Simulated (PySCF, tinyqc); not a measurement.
RHF in the sto-6g basis, for H3-, spin multiplicity 1, step by step. The basis has no diffuse functions, so it cannot describe the extra electron: this is an exercise in the method, not the real anion. The lowest restricted solution is unstable here: a spin-polarised one lies 0.0123 hartree lower (PySCF). One step of it, computed by the program tinyqc.

Task: Iteration 3: building the Fock matrix. J_ij = sum D_kl (ij|kl), K_ij = sum D_kl (ik|jl); F = H + J - 0.5 K; E = tr D H + tr D J / 2 - 0.25 tr D K + E_nn.

D after iteration 2:
```
          1H 1s      2H 1s      3H 1s
1H 1s  0.727025   0.515939   0.515787
2H 1s  0.515939   1.390842  -0.659092
3H 1s  0.515787  -0.659092   1.391470
```

core Hamiltonian H = T + V (hartree):
```
           1H 1s      2H 1s      3H 1s
1H 1s  -1.169577  -0.381442  -0.381125
2H 1s  -0.381442  -1.000849  -0.040203
3H 1s  -0.381125  -0.040203  -1.000725
```

Two-electron integrals (ij|kl) in chemists' order, unique and non-zero (hartree):
```
(11|11) 0.774999   (21|11) 0.135429   (21|21) 0.036374   (22|11) 0.343953
(22|21) 0.135429   (22|22) 0.774999   (31|11) 0.135301   (31|21) 0.023049
(31|22) 0.061733   (31|31) 0.036313   (32|11) 0.012058   (32|21) 0.002721
(32|22) 0.009076   (32|31) 0.002719   (32|32) 0.000256   (33|11) 0.343841
(33|21) 0.061772   (33|22) 0.180461   (33|31) 0.135301   (33|32) 0.009076
(33|33) 0.774999
```

nuclear repulsion = 0.88171486 hartree

Give: Coulomb J; exchange K; Fock matrix F; total energy of this density.

Result:

Coulomb J (hartree):
```
       1H 1s  2H 1s  3H 1s
1H 1s  1.784  0.431  0.430
2H 1s  0.431  1.771  0.039
3H 1s  0.430  0.039  1.771
```

exchange K (hartree):
```
       1H 1s   2H 1s   3H 1s
1H 1s  0.913   0.462   0.462
2H 1s  0.462   1.235  -0.011
3H 1s  0.462  -0.011   1.236
```

Fock matrix F (hartree):
```
        1H 1s   2H 1s   3H 1s
1H 1s   0.157  -0.182  -0.182
2H 1s  -0.182   0.152   0.004
3H 1s  -0.182   0.004   0.152
```

total energy of this density = -1.22450 hartree
